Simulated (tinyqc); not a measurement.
Tunnelling through a gate dielectric, WKB transmission and Tsu-Esaki current: one step of the calculation.

Electrons leave the emitter at x = 0. Energies E (motion across the layers) are in eV from the emitter Fermi level; the collector Fermi level lies at -V and offers states at every E. No charge in the dielectric and no image force: F1 = V/t1, U = phi1 - F1 x. With C = hbar^2/(2 m0), kappa = sqrt(m (U - E)/C) where U > E and 0 elsewhere; T(E) = exp(-S), S = 2 times the integral of kappa over x.

Problem. Current density on a coarse energy grid. Each layer adds (2/F) sqrt(m/C) [G(u at its left edge) - G(u at its right edge)] to S, with u = U - E (0 where negative) and G(u) = (2/3) u^1.5. The slope follows from 1/d = -dS/dE.

J = J0 times the integral of T(E) N(E) dE, N = ln[(1 + exp(-E/Vt))/(1 + exp((-E - V)/Vt))], J0 = q^2 me m0 kB T/(2 pi^2 hbar^3) (times 1e-4 for A/cm^2 per eV), by Simpson's rule on nE equally spaced points from Ea to Eb.

Values chosen for this exercise; dielectric values close to those of silicon dioxide:
```
symbol,value,unit,meaning
T,400,K,temperature
Ef,3.9,eV,Fermi energy of the emitter above its band bottom
me,0.26,m0,emitter mass in the supply function
phi1,3.11,eV,barrier of layer 1 above the emitter Fermi level at zero bias
m1,0.49,m0,tunnelling mass of layer 1
t1,6.5,nm,thickness of layer 1
V,5.5,V,voltage across the dielectric
Ea,-0.47,eV,lower end of the energy grid
Eb,0.64,eV,upper end of the energy grid
nE,9,,points of the energy grid
```

Constants: q = 1.602176634e-19 C, kB = 1.380649e-23 J/K, hbar = 1.054571817e-34 J s, m0 = 9.1093837015e-31 kg, Vt = kB T/q, hbar^2/(2 m0) = 0.0380998212 eV nm^2. Results are converted to the units shown.

Give: E; T(E); N; T(E) N; J0; J.

Solution.

```
point    E (eV)        T(E)          N      T(E) N
0      -0.47000  2.3770e-17     13.635  3.2411e-16
1      -0.33125  2.1530e-16     9.6101  2.0690e-15
2      -0.19250  1.8662e-15     5.5884  1.0429e-14
3      -0.05375  1.5466e-14     1.7502  2.7068e-14
4       0.08500  1.2242e-13   0.081513  9.9789e-15
5       0.22375  9.2463e-13  0.0015155  1.4012e-15
6       0.36250  6.6560e-12  2.7083e-5  1.8027e-16
7       0.50125  4.5613e-11  4.8365e-7  2.2060e-17
8       0.64000  2.9717e-10  8.6368e-9  2.5666e-18
```

J0 = 1.4503e8 A/(cm^2 eV)
J = 1.0984e-6 A/cm^2

The integrand peaks at E = -0.0538 eV among these points.

tinyqc, about 0.02 s, one thread, Intel Xeon 2.30GHz (shared host): `OMP_NUM_THREADS=1 python tinyqc.py 2540018 2540019 out.jsonl`
